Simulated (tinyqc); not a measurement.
Stretching all distances: RHF, UHF, MP2, CISD and CCSD against full CI in the sto-3g basis, for H4, spin multiplicity 1. Computed by the program tinyqc with PySCF. All coordinates are multiplied by the scale. c0^2 is the weight of the RHF determinant in the lowest singlet FCI state (UHF is spin-contaminated and may lie near states of higher spin) and n(LUMO) the first natural occupation beyond the occupied space.

Geometry (angstrom):

| atom | x | y | z |
|---|---|---|---|
| H | 0.0000 | 0.0000 | 0.0000 |
| H | 0.0000 | 0.0000 | 0.7930 |
| H | 0.0000 | 0.0000 | 1.6060 |
| H | 0.0000 | 0.0000 | 2.3990 |

Full CI energy (hartree) and errors against it (kcal/mol):

| scale | distance 1-2 (angstrom) | E(FCI) | RHF | UHF | MP2 | CISD | CCSD | <S^2> UHF | c0^2 | n(LUMO) |
|---|---|---|---|---|---|---|---|---|---|---|
| 0.920 | 0.730 | -2.14095 | 25.106 | 25.106 | 8.077 | 0.173 | 3.55e-03 | 0.000 | 0.975 | 0.040 |
| 1.150 | 0.912 | -2.18395 | 35.886 | 35.886 | 13.317 | 0.531 | 0.010 | 0.000 | 0.953 | 0.074 |
| 1.390 | 1.102 | -2.13861 | 51.555 | 50.023 | 21.442 | 1.527 | 0.018 | 0.255 | 0.914 | 0.129 |
| 1.620 | 1.285 | -2.07096 | 72.315 | 51.171 | 32.669 | 3.779 | -0.050 | 0.817 | 0.854 | 0.210 |
| 1.850 | 1.467 | -2.00596 | 99.412 | 42.766 | 47.503 | 8.225 | -0.487 | 1.227 | 0.770 | 0.318 |
| 2.080 | 1.649 | -1.95444 | 132.190 | 30.842 | 64.915 | 15.398 | -1.980 | 1.536 | 0.670 | 0.441 |
| 2.320 | 1.840 | -1.91736 | 170.156 | 19.436 | 83.232 | 24.583 | -5.507 | 1.745 | 0.565 | 0.566 |
| 2.550 | 2.022 | -1.89522 | 207.139 | 11.525 | 97.767 | 27.475 | -10.209 | 1.862 | 0.478 | 0.671 |

What does the comparison show, and why?

UHF parts from RHF first at scale 1.39 of those listed, where <S^2> leaves zero. The weight c0^2 goes from 0.98 to 0.48 and n(LUMO) from 0.04 to 0.67: static correlation grows as the bonds break into open-shell fragments. The spread of the error along the curve, which distorts its shape, is CCSD 10.2, CISD 27.3, UHF 39.6, MP2 89.7, RHF 182.0 kcal/mol. Below FCI somewhere: CCSD, as non-variational methods may be.
